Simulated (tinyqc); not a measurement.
What each parameter does: linear model of a band gap against the share of exact exchange.

E(alpha) = E0 + S alpha. A wider gap screens less, modelled in the Penn form eps(alpha) = 1 + (e0 - 1)(EP/(EP + S alpha))^2 with a scale EP chosen for the exercise. A dielectric-dependent hybrid takes alpha = 1/eps.

Values chosen for the exercise (of the order of those of SiC; not measured data): E0 = 2.2 eV (gap of the semi-local functional); S = 6.37 eV (slope dE/d(alpha)); e0 = 7 (optical dielectric constant at alpha = 0); EP = 18.3 eV (energy scale of the screening).

Fixed point alpha = 1/eps(alpha), gap and eps there. Each row changes one parameter from the base and keeps the others.

Results:

| case | alpha | E (eV) | eps |
|---|---|---|---|
| base | 0.1563 | 3.196 | 6.397 |
| E0 = 2.42 eV | 0.1563 | 3.416 | 6.397 |
| S = 5.733 eV | 0.1549 | 3.088 | 6.458 |
| e0 = 7.7 | 0.1411 | 3.099 | 7.087 |
| EP = 16.47 eV | 0.1580 | 3.207 | 6.329 |

The largest shifts from the base row, up to three for each result and ties (the steps differ in size, so this ranks the rows, not the parameters). alpha: e0 -0.0152, EP +0.0017, S -0.0015; unchanged at the printed digits by E0. E (eV): E0 +0.220, S -0.108, e0 -0.097. eps: e0 +0.691, EP -0.068, S +0.061; unchanged at the printed digits by E0.

Program tinyqc; command `OMP_NUM_THREADS=1 python tinyqc.py 1850229 1850230 out.jsonl`; about 0.01 s on one thread of a shared Intel(R) Xeon(R) Processor @ 2.30GHz.
